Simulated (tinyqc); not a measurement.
The decay curve: photoconductance decay in a wafer: bulk and surface recombination modes, and iron detection by pair splitting. Computed by tinyqc, a small Python program. Command: `OMP_NUM_THREADS=1 python tinyqc.py 3114216 3114217 out.jsonl pcd walk`. One thread of a shared host (Intel(R) Xeon(R) Processor @ 2.30GHz), about 0.01 s of CPU time with the checks.

Both faces of the wafer have the same S; injection is low and all coefficients are constant. x runs from -W/2 to W/2.

Inputs (values chosen for the exercise, modelled on p-type silicon): thickness W = 725 micrometre; diffusivity D = 23.9 cm^2/s; bulk lifetime tau_b without iron = 67 microsecond; surface recombination velocity S = 77000 cm/s; absorption coefficient alpha = 45 1/cm.

Method:
- Even modes cos(a x) obey b tan b = S W/(2 D) with b = a W/2, odd modes sin(a x) obey -b cot b = S W/(2 D); each decays at the rate 1/tau_b + D a^2.
- tau_eff is the decay time of the first mode. The surface time is 1/(D a^2) of that mode; shortcuts for it are W/(2 S), W^2/(pi^2 D) and their sum, whose error is sum/surface time - 1.
- Light from one face makes n(x, 0) proportional to exp(-alpha (x + W/2)). Only even modes carry the thickness average: weight c_n = [sin b/b] int n cos(a x) dx / (int cos^2(a x) dx x mean n), with int exp(-alpha (x + W/2)) cos(a x) dx = [alpha cos b (1 - E) + a sin b (1 + E)]/(alpha^2 + a^2), E = exp(-alpha W), and int cos^2 = W/2 + sin(2 b)/(2 a).
- Mean density = sum_n c_n exp(-t/tau_n) over 60 modes; the local decay time is -1/(d ln n/dt).

W^2/(pi^2 D) = 22.2832 microsecond

tau_eff = 16.9367 microsecond

Decay:
```
t / (W^2/(pi^2 D))  t (microsecond)  mean density/start  local decay time (microsecond)
0.02                          0.446             0.84705                           4.904
0.05                          1.114             0.76111                           7.553
0.10                          2.228             0.67204                          10.279
0.20                          4.457             0.55784                          13.455
0.50                         11.142             0.36163                          16.536
1.00                         22.283             0.18657                          16.929
2.00                         44.566             0.05005                          16.937
```

What does the comparison show, and why?

The local decay time goes from 4.90 to 16.9 microsecond against tau_eff = 16.9. Early on higher modes speed the decay, so a fit must start late.
